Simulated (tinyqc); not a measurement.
Free and nearly free electrons in a metal: sweeps and comparisons. A value that a table varies takes the place of the one given here.

The cubic cell holds 4 atoms: n = 4 z/a^3, kF = (3 pi^2 n)^(1/3), EF = c kF^2/m, vF = 2 c kF/(m hbar), c = hbar^2/2m0; rs = (3/(4 pi n))^(1/3)/a0; D(EF) = 3 n/(2 EF).

Square wire of width w with grain size w: rho/rho0 = 1/(1 - 3 al/2 + 3 al^2 - 3 al^3 ln(1 + 1/al)) + (3/4) (1 - p) l/w, with al = (l/w) Rg/(1 - Rg) (Mayadas-Shatzkes plus the thick-wire form of Fuchs-Sondheimer); l = hbar kF/(n e^2 rho), e = 1.602176634e-19 C.

Constants: hbar^2/2m0 = 3.80998211 eV angstrom^2; hbar = 6.58211957e-16 eV s; a0 (Bohr radius) = 0.5291772105 angstrom.

Inputs chosen for the exercise (near those of Ca; not measured data):
```
symbol  value  unit          meaning
a       5.543  angstrom      fcc lattice constant
z       2                    free electrons an atom
m       1.51   m0            mass
rho     3.77   micro-ohm cm  bulk resistivity
p       0                    specularity of the surfaces
Rg      0.43                 reflection at grain boundaries
w       10     nm            wire width
```

## Resistivity of narrow wires

Wires:
```
w (nm)     al  grain term (factor - 1)  surface term  rho (micro-ohm cm)
200     0.098                    0.142         0.097                4.67
100     0.195                    0.280         0.194                5.56
50      0.391                    0.551         0.388                7.31
30      0.651                    0.906         0.647                9.63
20      0.977                    1.346         0.971               12.51
14      1.395                    1.909         1.387               16.20
10      1.953                    2.657         1.942               21.11
7       2.791                    3.777         2.774               28.47
```

l = 25.90 nm

At 7 nm the resistivity is 7.55 times the bulk value; grain boundaries add more (3.78 from grains, 2.77 from surfaces). It passes twice the bulk value between 50 and 30 nm. The surface formula is meant for w above l = 26 nm, so the rows below that are rough.

## What sets the wire resistivity

All results formed anew. Each row changes one parameter from the base and keeps the others.

Results:
```
case                      EF (eV)  l (nm)  wire rho (micro-ohm cm)
base                        3.144   25.90                   21.110
a = 5.709 angstrom          2.964   27.47                   22.155
m = 1.812 m0                2.620   25.90                   21.110
rho = 4.524 micro-ohm cm    3.144   21.58                   21.895
p = 0.3                     3.144   25.90                   18.914
Rg = 0.301                  3.144   25.90                   16.870
w = 7 nm                    3.144   25.90                   28.470
```

The largest shifts from the base row, up to three for each result and ties (the steps differ in size, so this ranks the rows, not the parameters). EF (eV): m -0.524, a -0.180; unchanged at the printed digits by rho, p, Rg and w. l (nm): rho -4.32, a +1.57; unchanged at the printed digits by m, p, Rg and w. wire rho (micro-ohm cm): w +7.359, Rg -4.240, p -2.197; unchanged at the printed digits by m. The mass drops out of l at given rho, because vF falls and tau rises by the same factor.

Run: tinyqc, `OMP_NUM_THREADS=1 python tinyqc.py 1681541 1681542 out.jsonl`; Intel(R) Xeon(R) Processor @ 2.30GHz, one thread, shared host; about 0.01 s of CPU time with all checks.
